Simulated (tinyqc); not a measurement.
Fully depleted semiconductor-on-insulator film with two gates, non-linear Poisson equation by Newton steps: two steps of the calculation.

One dimension across the film, front interface at x = 0, back interface at x = ts. psi is counted from the intrinsic level, n = ni exp(psi/Vt) (source grounded), holes neglected, acceptors ionised. Gates act through Cox = eps0 eox/tox and Cbox = 3.9 eps0/tb with potentials G1 = Vg - (phiM - chi - Vt ln(Nc/ni)) and G2 = Vb - (phiB - chi - Vt ln(Nc/ni)). Classical Boltzmann densities, no interface charge, no depletion in the back plane.

Parameters, values chosen for the exercise; band and dielectric values close to those of In0.53Ga0.47As: temperature T = 300 K; band gap Eg = 0.739 eV; relative permittivity eps_r = 14; conduction-band density of states at T Nc = 2.08e17 cm^-3; valence-band density of states at T Nv = 7.63e18 cm^-3; electron affinity chi = 4.42 eV; relative permittivity of the gate insulator (close to aluminium oxide) eox = 8.94; insulator thickness tox = 6.2 nm; film thickness ts = 8.8 nm; buried-oxide thickness (eps_r 3.9) tb = 11 nm; acceptor density of the film Na = 4.1e16 cm^-3; work function of the front gate phiM = 4.71 eV; work function of the back plane phiB = 4.92 eV; back-gate voltage Vb = 0 V; front-gate voltage Vg = 0.39 V.

Constants: q = 1.602176634e-19 C, kB = 1.380649e-23 J/K, Vt = kB T/q, eps0 = 8.8541878128e-14 F/cm where lengths are in cm. Results are converted to the units shown.

Problem 1. Capacitances and gate potentials. ni = sqrt(Nc Nv) exp(-Eg/(2 Vt)), Eg in volts; Cox, Cbox, G1, G2 as defined; Cs = eps0 eps_r/ts; a = eps0 eps_r/h with h = ts/9; coupling ratio of a depleted film Cs Cbox/(Cox (Cs + Cbox)).

Find: ni; Cox; Cbox; Cs; a; G1; G2; coupling ratio.

Solution 1.

ni = 7.8157e11 cm^-3
Cox = 1.2767 uF/cm^2
Cbox = 0.31392 uF/cm^2
Cs = 1.4086 uF/cm^2
a = 12.678 uF/cm^2
G1 = 0.42294 V
G2 = -0.17706 V
coupling ratio = 0.20107

Problem 2. Density, residual and Jacobian diagonal. Nodes 0 to 9, h = ts/9, box widths w = h (h/2 at both ends), a = eps0 eps_r/h. F_i = a (psi_(i+1) - 2 psi_i + psi_(i-1)) - q w_i (n_i + Na); F_0 = a (psi_1 - psi_0) + Cox (G1 - psi_0) - q w_0 (n_0 + Na); F_9 = a (psi_8 - psi_9) + Cbox (G2 - psi_9) - q w_9 (n_9 + Na). Diagonal b_i = -2 a - q w_i n_i/Vt, with -a - Cox and -a - Cbox in place of -2 a at the ends.

psi after iteration 2, node 0 to 9 (V): 0.27914708  0.27484019  0.27022536  0.26525690  0.25988046  0.25403184  0.24763656  0.24061216  0.23287724  0.22437667
ni = 7.8156866e11 cm^-3
a = 12.677587 uF/cm^2
G1 = 0.42293661 V
G2 = -0.17706339 V

Give: n; residual F; diagonal b.

Solution 2.

```
node	n (cm^-3)	residual F (1e-7 C/cm^2)	diagonal b (F/cm^2)
0	3.8232e16	1.2836	-1.3966e-5
1	3.2365e16	-0.0505	-2.5375e-5
2	2.7074e16	-0.0555	-2.5372e-5
3	2.2340e16	-0.0616	-2.5369e-5
4	1.8145e16	-0.0691	-2.5366e-5
5	1.4472e16	-0.0780	-2.5364e-5
6	1.1300e16	-0.0880	-2.5362e-5
7	8.6114e15	-0.0978	-2.5360e-5
8	6.3846e15	-0.1045	-2.5359e-5
9	4.5955e15	-0.1861	-1.2993e-5
```

Numbers from tinyqc (`OMP_NUM_THREADS=1 python tinyqc.py 2190028 2190029 out.jsonl`; about 0.3 s on one thread of a shared Intel Xeon 2.30GHz).
